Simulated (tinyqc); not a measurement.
From results back to parameters: Wannier function of the lower band of a two-orbital chain. Three cases, with inputs chosen for the exercise.

Problem. A band E(k) = H0 + 2 H1 cos(ka) + 2 H2 cos(2ka) is known at k = 0, pi/2a and pi/a. The values come from hidden hoppings; c = hbar^2/2m0.

Constants: hbar^2/2m0 = 3.80998211 eV angstrom^2.

Case 1.

Values chosen: a = 3.5 angstrom (period).

E (eV): 0 -4.3040, pi/2a -2.7400, pi/a -2.1760

Case 2.

Values chosen: a = 5.1 angstrom (period).

E (eV): 0 -3.5750, pi/2a -2.0950, pi/a -1.4230

Case 3.

Values chosen: a = 3.2 angstrom (period).

E (eV): 0 -1.8450, pi/2a -0.9970, pi/a -0.1650

Find: H0, H1, H2; m0/m at k = 0.

Solution. H0 = (E0 + 2 E1 + E2)/4, H1 = (E0 - E2)/4, H2 = (E0 - 2 E1 + E2)/8; the curvature at k = 0 gives m0/m = -(H1 + 4 H2) a^2/c.

Case 1.

H0, H1, H2 (eV): -2.990  -0.532  -0.125

m0/m at k = 0 = 3.318

Case 2.

H0, H1, H2 (eV): -2.297  -0.538  -0.101

m0/m at k = 0 = 6.431

Case 3.

H0, H1, H2 (eV): -1.001  -0.420  -0.002

m0/m at k = 0 = 1.150

Computed by tinyqc, one run a case: `OMP_NUM_THREADS=1 python tinyqc.py N N+1 out.jsonl` with N = 1480249, 1480378, 1480482; one thread of a shared Intel(R) Xeon(R) Processor @ 2.30GHz, about 0.2 s a run at most.
